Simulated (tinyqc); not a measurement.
Inside a calculation. Method: sp3 tight binding, zinc-blende lattice. One step of it, computed by the program tinyqc.

Problem. Bloch Hamiltonian at k. Slater-Koster rules over the four bonds with direction cosines (l, m, n): ss V_ss; s-px l V_sp; px-s -l V_sp; px-px l^2 V_pps + (1 - l^2) V_ppp; px-py l m (V_pps - V_ppp); each times exp(i k.d).

Parameters chosen for this model: zinc-blende lattice, anion at 0, cation at a/4 (1,1,1); V = eta hbar^2 / (m d^2), hbar^2/m = 7.619964 eV angstrom^2:
```
parameter          value      unit
a               4.920000  angstrom
d               2.130422  angstrom
Es anion      -14.800000        eV
Ep anion       -6.200000        eV
Es cation     -14.800000        eV
Ep cation      -6.200000        eV
eta ss         -1.400000
eta sp          1.840000
eta pp sigma    3.240000
eta pp pi      -0.810000
V ss           -2.350442        eV
V sp            3.089152        eV
V pp sigma      5.439594        eV
V pp pi        -1.359898        eV
```

k point k (2 pi / a): [-0.590000, 0.500000, -0.430000]

Give: H(k) at k.

Solution.

H(k) at k (eV), order a s, a px, a py, a pz, c s, c px, c py, c pz:
$$\begin{pmatrix}
-14.8000 & 0.0000 & 0.0000 & 0.0000 & -3.1152+3.3240i & 1.8938-3.1483i & -2.5223+2.3638i & 3.1483-1.8938i \\
0.0000 & -6.2000 & 0.0000 & 0.0000 & -1.8938+3.1483i & 1.2016-1.2821i & 4.0009-2.4066i & -3.2053+3.0039i \\
0.0000 & 0.0000 & -6.2000 & 0.0000 & 2.5223-2.3638i & 4.0009-2.4066i & 1.2016-1.2821i & 2.4066-4.0009i \\
0.0000 & 0.0000 & 0.0000 & -6.2000 & -3.1483+1.8938i & -3.2053+3.0039i & 2.4066-4.0009i & 1.2016-1.2821i \\
-3.1152-3.3240i & -1.8938-3.1483i & 2.5223+2.3638i & -3.1483-1.8938i & -14.8000 & 0.0000 & 0.0000 & 0.0000 \\
1.8938+3.1483i & 1.2016+1.2821i & 4.0009+2.4066i & -3.2053-3.0039i & 0.0000 & -6.2000 & 0.0000 & 0.0000 \\
-2.5223-2.3638i & 4.0009+2.4066i & 1.2016+1.2821i & 2.4066+4.0009i & 0.0000 & 0.0000 & -6.2000 & 0.0000 \\
3.1483+1.8938i & -3.2053-3.0039i & 2.4066+4.0009i & 1.2016+1.2821i & 0.0000 & 0.0000 & 0.0000 & -6.2000
\end{pmatrix}$$
